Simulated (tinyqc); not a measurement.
## Thickness from two neighbouring fringes

Question. At normal incidence a transparent film with an index between those of air and substrate, taken as constant, has reflectance minima at 2 n1 d = (m + 1/2) lam (small phase shifts at the substrate neglected). Find d and the order m of the shorter wavelength.

Values chosen for this exercise: index of the transparent film n1 = 2.376.

wavelengths of two neighbouring reflectance minima (nm): 456  557.33333

Solution. Neighbouring orders differ by one: 2 n1 d (1/lam1 - 1/lam2) = 1.

d = 528 nm
m = 5

tinyqc, about 0.01 s, one thread, Intel Xeon 2.30GHz (shared host): `OMP_NUM_THREADS=1 python tinyqc.py 2870121 2870122 out.jsonl`
